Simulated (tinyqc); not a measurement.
## Length offset and series resistance from crossing lines

Inverse problem. R_total = Rs + k (L - dL)/Vo with constant Rs, dL and k. Find k, dL and Rs.

R_total at (L, Vo) = (60, 0.34), (120, 0.34), (60, 0.97) and (120, 0.97), L in nm and Vo in V (ohm um): [384, 684, 206.04124, 311.19588]

Answer. At each overdrive R is a straight line in L with slope k/Vo; the two lines cross at L = dL, R = Rs.

k = 1.70 ohm um V/nm
dL = 5.20 nm
Rs = 110 ohm um

Numbers from tinyqc (`OMP_NUM_THREADS=1 python tinyqc.py 2282173 2282174 out.jsonl`; about 0.04 s on one thread of a shared Intel Xeon 2.30GHz).
